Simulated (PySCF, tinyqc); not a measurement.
CCSD on RHF in the sto-6g basis, frozen core, for BeH+, spin multiplicity 1, step by step. The lowest restricted solution is unstable here: a spin-polarised one lies 0.0182 hartree lower (PySCF). One step of it, computed by the program tinyqc.

Problem. Orthogonalisation. S = U s U^T; symmetric (Loewdin) form X = U s^(-1/2) U^T, so that X^T S X = 1.

overlap S, lower triangle:
```
           1Be 1s    1Be 2s   1Be 2px   1Be 2py   1Be 2pz     2H 1s
1Be 1s   1.000000
1Be 2s   0.254764  1.000000
1Be 2px  0.000000  0.000000  1.000000
1Be 2py  0.000000  0.000000  0.000000  1.000000
1Be 2pz  0.000000  0.000000  0.000000  0.000000  1.000000
2H 1s    0.017876  0.245209  0.000000  0.000000  0.323615  1.000000
```

Give: eigenvalues of S; X.

Solution.

eigenvalues of S: 0.5653  0.8062  1.0000  1.0000  1.1798  1.4487

X, lower triangle:
```
          1Be 1s   1Be 2s  1Be 2px  1Be 2py  1Be 2pz   2H 1s
1Be 1s    1.0262
1Be 2s   -0.1368   1.0531
1Be 2px   0.0000   0.0000   1.0000
1Be 2py   0.0000   0.0000   0.0000   1.0000
1Be 2pz  -0.0051   0.0351   0.0000   0.0000   1.0448
2H 1s     0.0176  -0.1413   0.0000   0.0000  -0.1812  1.0711
```
